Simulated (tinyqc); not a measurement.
Worked calculation: Hueckel theory of the pi electrons with the omega technique, for the molecule C=CC=CC(=C)N (SMILES; centres numbered as the heavy atoms are written). One step of it, computed by the program tinyqc.

Problem. Orbitals, round 2. Diagonalise; E = alpha + x beta with beta < 0, so the largest x are filled first; degenerate levels share their electrons. P = sum n_i c_ri c_si; each orbital has its largest coefficient positive (the first on a tie).

matrix after round 1:
```
          1C         2C        3C         4C        5C         6C        7N
1C  0.006797   1.000000  0.000000   0.000000  0.000000   0.000000  0.000000
2C  1.000000  -0.001991  1.000000   0.000000  0.000000   0.000000  0.000000
3C  0.000000   1.000000  0.012306   1.000000  0.000000   0.000000  0.000000
4C  0.000000   0.000000  1.000000  -0.016819  1.000000   0.000000  0.000000
5C  0.000000   0.000000  0.000000   1.000000  0.064240   1.000000  0.800000
6C  0.000000   0.000000  0.000000   0.000000  1.000000  -0.179782  0.000000
7N  0.000000   0.000000  0.000000   0.000000  0.800000   0.000000  1.615248
```

pi electrons, sum of z_r less the charge = 8

Give: x values; occupations; coefficients; charge and bond-order matrix P.

Solution.

x values: 2.2013  1.6195  0.9782  0.3597  -0.5016  -1.3178  -1.8393

occupations: 2.0000  2.0000  2.0000  2.0000  0.0000  0.0000  0.0000

coefficients:
```
       MO1      MO2      MO3      MO4      MO5      MO6      MO7
1C  0.0528   0.3389   0.4058   0.4874   0.5218  -0.4085  -0.2025
2C  0.1160   0.5466   0.3942   0.1720  -0.2653   0.5410   0.3738
3C  0.2027   0.5474  -0.0194  -0.4252  -0.3893  -0.3034  -0.4843
4C  0.3277   0.3331  -0.4129  -0.3197   0.4654  -0.1375   0.5229
5C  0.5242  -0.0022  -0.3914   0.3048   0.1637   0.4823  -0.4687
6C  0.2202  -0.0012  -0.3380   0.5651  -0.5085  -0.4238   0.2824
7N  0.7156  -0.4192   0.4915  -0.1942  -0.0618  -0.1315   0.1085
```

charge and bond-order matrix P:
```
         1C       2C       3C       4C       5C       6C       7N
1C   1.0397   0.8703  -0.0377  -0.3862   0.0333   0.2989   0.0010
2C   0.8703   0.9943   0.4838   0.0047  -0.0846  -0.0224   0.0284
3C  -0.0377   0.4838   1.0437   0.7854  -0.0339  -0.3795  -0.0228
4C  -0.3862   0.0047   0.7854   0.9821   0.4705   0.0614  -0.0921
5C   0.0333  -0.0846  -0.0339   0.4705   1.0419   0.8400   0.2489
6C   0.2989  -0.0224  -0.3795   0.0614   0.8400   0.9641  -0.2357
7N   0.0010   0.0284  -0.0228  -0.0921   0.2489  -0.2357   1.9342
```
